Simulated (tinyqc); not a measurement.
Hydrogen passivation and dissociation of interface defects with a spread of activation energies. Changing the spread s_f. Computed by tinyqc, a small Python program. Command: `OMP_NUM_THREADS=1 python tinyqc.py 3028405 3028406 out.jsonl passivation sweep`. One thread of a shared host (Intel(R) Xeon(R) Processor @ 2.30GHz), about 0.02 s of CPU time with the checks.

Active defects P react as P + H2 -> HP + H and HP -> P + H; released atomic hydrogen is removed. All defects start active. Activation energies are normally distributed, independently for the two reactions.

Inputs (values chosen for the exercise, for a model interface): defect density N_0 = 5.2e+11 cm^-2; mean passivation energy E_f = 1.5 eV; prefactor k_f0 = 1e-08 cm^3/s; mean dissociation energy E_d = 2.63 eV; spread s_d = 0.1 eV; prefactor k_d0 = 5.2e+12 1/s; dissolved hydrogen [H2] = 1.1e+17 cm^-3; anneal temperature T = 610 K; anneal time t = 3800 s.

Ambient: hydrogen.

Constants: k_B = 8.617333262e-05 eV/K.

Method. a = k_f0 [H2] exp(-E_f/k_B T), b = k_d0 exp(-E_d/k_B T); the active share of one kind of site is b/(a + b) + (a/(a + b)) exp(-(a + b) t). Full average: z from -5 to 5 in steps of 0.125 with normalised weights exp(-z^2/2), energy = mean + spread x z, over both energies.

One run for each value:
```
spread s_f (eV)  active share  active share, single energy
0.010                 0.18807                      0.18424
0.037                 0.22570                      0.18424
0.064                 0.27179                      0.18424
0.091                 0.30995                      0.18424
0.120                 0.34119                      0.18424
0.150                 0.36537                      0.18424
0.170                 0.37813                      0.18424
0.200                 0.39358                      0.18424
```

Describe and explain the trends.

Over the rows, active share rises from 0.188 to 0.394 (exponent d ln y / d ln x 0.14 between the first rows and 0.25 between the last); active share, single energy does not change. A wider spread leaves more sites whose passivation is slow.
